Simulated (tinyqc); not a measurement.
Worked calculation: RHF in the sto-3g basis, for H3-, spin multiplicity 1. The basis has no diffuse functions, so it cannot describe the extra electron: this is an exercise in the method, not the real anion. Computed by tinyqc, a small Python program that keeps every step (integrals from PySCF). Settings: charge = -1, multiplicity = 1, basis = sto-3g, energy threshold = 1e-10, iteration cap = 79, orthogonalisation = symmetric, start = atomic densities, DIIS depth = 0, method = RHF. Command: `OMP_NUM_THREADS=1 python tinyqc.py 27607 27608 out.jsonl` (the two numbers bound the seeds that draw the settings). One thread of a shared host (Intel(R) Xeon(R) Processor @ 2.60GHz), about 0.04 s of CPU time with the checks. Later iterations appear only in the table of the cycle.

## One-electron integrals

Geometry (angstrom):

| atom | x | y | z |
|---|---|---|---|
| H | 0.00000 | 0.00000 | 0.00000 |
| H | 0.00000 | 0.00000 | 1.29100 |
| H | 0.00000 | 0.00000 | -1.29100 |

Basis sto-3g: exponents (1/bohr^2) and contraction coefficients of normalised primitives:

| element | l (shell) | exponent | coefficient |
|---|---|---|---|
| H | s (1) | 3.42525 | 0.15433 |
| H | s (1) | 0.62391 | 0.53533 |
| H | s (1) | 0.16886 | 0.44463 |

Overlap, kinetic and nuclear-attraction integrals over the contracted functions; the nuclear repulsion is the sum of Za Zb / Rab.

nuclear repulsion = 1.0247429 hartree

overlap S, lower triangle:
```
         1H 1s    2H 1s    3H 1s
1H 1s  1.00000
2H 1s  0.34319  1.00000
3H 1s  0.34319  0.04239  1.00000
```

kinetic energy T (hartree), lower triangle:
```
         1H 1s     2H 1s    3H 1s
1H 1s  0.76003
2H 1s  0.03524   0.76003
3H 1s  0.03524  -0.01012  0.76003
```

nuclear attraction V (hartree), lower triangle:
```
          1H 1s     2H 1s     3H 1s
1H 1s  -2.03848
2H 1s  -0.57852  -1.83749
3H 1s  -0.57852  -0.06597  -1.83749
```

core Hamiltonian H = T + V (hartree), lower triangle:
```
          1H 1s     2H 1s     3H 1s
1H 1s  -1.27845
2H 1s  -0.54328  -1.07746
3H 1s  -0.54328  -0.07610  -1.07746
```

## Two-electron integrals

Functions are numbered as in S; the eight-fold symmetry (ij|kl) = (ji|kl) = (kl|ij) leaves the list below.

Two-electron integrals (ij|kl) in chemists' order, unique and non-zero (hartree):
```
(11|11) 0.77461   (21|11) 0.19562   (21|21) 0.07017   (22|11) 0.39380
(22|21) 0.19562   (22|22) 0.77461   (31|11) 0.19562   (31|21) 0.04665
(31|22) 0.09507   (31|31) 0.07017   (32|11) 0.02365   (32|21) 0.00704
(32|22) 0.01704   (32|31) 0.00704   (32|32) 0.00086   (33|11) 0.39380
(33|21) 0.09507   (33|22) 0.20488   (33|31) 0.19562   (33|32) 0.01704
(33|33) 0.77461
```

## Orthogonalisation

S = U s U^T; symmetric (Loewdin) form X = U s^(-1/2) U^T, so that X^T S X = 1.

eigenvalues of S: 0.53538  0.95761  1.50701

X, lower triangle:
```
          1H 1s    2H 1s    3H 1s
1H 1s   1.10268
2H 1s  -0.19501  1.05024
3H 1s  -0.19501  0.02835  1.05024
```

## Starting guess

The start is atomic minimal-basis densities projected into this basis (PySCF's MINAO start) and scaled to the electron count of each spin; this density is not idempotent, so its energy is not variational and may lie below the converged one.

D at the start, lower triangle:
```
         1H 1s    2H 1s    3H 1s
1H 1s  1.24590
2H 1s  0.11987  1.29384
3H 1s  0.11987  0.02191  1.29384
```

## Iteration 1: building the Fock matrix

J_ij = sum D_kl (ij|kl), K_ij = sum D_kl (ik|jl); F = H + J - 0.5 K; E = tr D H + tr D J / 2 - 0.25 tr D K + E_nn.

Coulomb J (hartree), lower triangle:
```
         1H 1s    2H 1s    3H 1s
1H 1s  2.07896
2H 1s  0.64814  1.82838
3H 1s  0.64814  0.07698  1.82838
```

exchange K (hartree), lower triangle:
```
         1H 1s    2H 1s    3H 1s
1H 1s  1.24251
2H 1s  0.57222  1.14009
3H 1s  0.57222  0.13121  1.14009
```

Fock matrix F (hartree), lower triangle:
```
          1H 1s     2H 1s    3H 1s
1H 1s   0.17926
2H 1s  -0.18125   0.18087
3H 1s  -0.18125  -0.06472  0.18087
```

total energy of this density = -0.9968321 hartree

This density is the starting one; it is not idempotent, so its energy is not variational and may lie below the converged one.

## Iteration 1: diagonalisation and new density

Diagonalise F' = X^T F X, C = X C', fill 2 alpha and 2 beta electrons from the bottom; D = 2 C_occ C_occ^T. Each column has its largest component positive (the first on a tie).

F' = X^T F X (hartree), lower triangle:
```
          1        2        3
1   0.38269
2  -0.29234  0.27886
3  -0.29234  0.02240  0.27886
```

orbital energies (hartree): MO1 -0.07345, MO2 0.25646, MO3 0.75740

coefficients C:
```
           MO1       MO2       MO3
1H 1s  0.53618   0.00000   1.00224
2H 1s  0.43415   0.72259  -0.65668
3H 1s  0.43415  -0.72259  -0.65668
```

D after iteration 1, lower triangle:
```
         1H 1s     2H 1s    3H 1s
1H 1s  0.57497
2H 1s  0.46557   1.42124
3H 1s  0.46557  -0.66729  1.42124
```

## Iteration 2: building the Fock matrix

As before.

Coulomb J (hartree), lower triangle:
```
         1H 1s    2H 1s    3H 1s
1H 1s  1.89749
2H 1s  0.62498  1.86643
3H 1s  0.62498  0.07401  1.86643
```

exchange K (hartree), lower triangle:
```
         1H 1s    2H 1s    3H 1s
1H 1s  0.94687
2H 1s  0.58111  1.30843
3H 1s  0.58111  0.03306  1.30843
```

Fock matrix F (hartree), lower triangle:
```
          1H 1s     2H 1s    3H 1s
1H 1s   0.14561
2H 1s  -0.20886   0.13476
3H 1s  -0.20886  -0.01861  0.13476
```

total energy of this density = -1.2778856 hartree

## Iteration 2: diagonalisation and new density

As before.

F' = X^T F X (hartree), lower triangle:
```
          1        2        3
1   0.36552
2  -0.32003  0.24104
3  -0.32003  0.08088  0.24104
```

orbital energies (hartree): MO1 -0.10939, MO2 0.16016, MO3 0.79683

coefficients C:
```
           MO1       MO2       MO3
1H 1s  0.56108   0.00000   0.98851
2H 1s  0.41759   0.72259  -0.66733
3H 1s  0.41759  -0.72259  -0.66733
```

D after iteration 2, lower triangle:
```
         1H 1s     2H 1s    3H 1s
1H 1s  0.62962
2H 1s  0.46860   1.39303
3H 1s  0.46860  -0.69550  1.39303
```

## Iteration 3: building the Fock matrix

As before.

Coulomb J (hartree), lower triangle:
```
         1H 1s    2H 1s    3H 1s
1H 1s  1.91864
2H 1s  0.62779  1.86112
3H 1s  0.62779  0.07438  1.86112
```

exchange K (hartree), lower triangle:
```
         1H 1s    2H 1s    3H 1s
1H 1s  0.98499
2H 1s  0.58483  1.29066
3H 1s  0.58483  0.02946  1.29066
```

Fock matrix F (hartree), lower triangle:
```
          1H 1s     2H 1s    3H 1s
1H 1s   0.14770
2H 1s  -0.20791   0.13834
3H 1s  -0.20791  -0.01644  0.13834
```

total energy of this density = -1.2791190 hartree

## Iteration 3: diagonalisation and new density

As before.

F' = X^T F X (hartree), lower triangle:
```
          1        2        3
1   0.36769
2  -0.32049  0.24480
3  -0.32049  0.08316  0.24480
```

orbital energies (hartree): MO1 -0.10585, MO2 0.16163, MO3 0.80150

coefficients C:
```
           MO1       MO2       MO3
1H 1s  0.56322   0.00000   0.98729
2H 1s  0.41614   0.72259  -0.66824
3H 1s  0.41614  -0.72259  -0.66824
```

D after iteration 3, lower triangle:
```
         1H 1s     2H 1s    3H 1s
1H 1s  0.63444
2H 1s  0.46876   1.39061
3H 1s  0.46876  -0.69792  1.39061
```

## Iteration 7 (converged): orbitals

converged F (hartree), lower triangle:
```
          1H 1s     2H 1s    3H 1s
1H 1s   0.14791
2H 1s  -0.20780   0.13868
3H 1s  -0.20780  -0.01623  0.13868
```

As before.

F' = X^T F X (hartree), lower triangle:
```
          1        2        3
1   0.36790
2  -0.32052  0.24516
3  -0.32052  0.08338  0.24516
```

orbital energies (hartree): MO1 -0.10549, MO2 0.16177, MO3 0.80192

coefficients C:
```
           MO1       MO2       MO3
1H 1s  0.56343   0.00000   0.98718
2H 1s  0.41600   0.72259  -0.66832
3H 1s  0.41600  -0.72259  -0.66832
```

D after iteration 7, lower triangle:
```
         1H 1s     2H 1s    3H 1s
1H 1s  0.63490
2H 1s  0.46877   1.39038
3H 1s  0.46877  -0.69815  1.39038
```

## Convergence

Stop when the energy changes by less than 1e-10 hartree and every element of the error matrix X^T (F D S - S D F) X is below 3e-06.

Course of the cycle:

| iteration | E (hartree) | change | largest element of the error matrix |
|---|---|---|---|
| 1 | -0.9968321 | - | 1.10e-02 |
| 2 | -1.2778856 | -2.81e-01 | 3.21e-02 |
| 3 | -1.2791190 | -1.23e-03 | 2.78e-03 |
| 4 | -1.2791283 | -9.27e-06 | 2.40e-04 |
| 5 | -1.2791283 | -6.89e-08 | 2.07e-05 |
| 6 | -1.2791283 | -5.12e-10 | 1.78e-06 |
| 7 | -1.2791283 | -3.80e-12 | 1.54e-07 |

PySCF RHF in the same basis = -1.2791283 hartree

Converged in 7 iterations.

## Populations, bond orders and dipole

Mulliken: Z minus the diagonal of D S on the atom; Loewdin: the same with S^(1/2) D S^(1/2); Mayer order: 2 sum_s sum (D(s) S)_ij (D(s) S)_ji over the two atoms.

Charges (e):

| atom | Mulliken | Loewdin |
|---|---|---|
| 1H | 0.04334 | 0.04338 |
| 2H | -0.52167 | -0.52169 |
| 3H | -0.52167 | -0.52169 |

Mayer bond orders:

| pair | order |
|---|---|
| 2-1 | 0.49906 |
| 3-1 | 0.49906 |
| 3-2 | 0.22880 |

dipole moment about the origin, x y z (debye): 0.00000  0.00000  0.00000
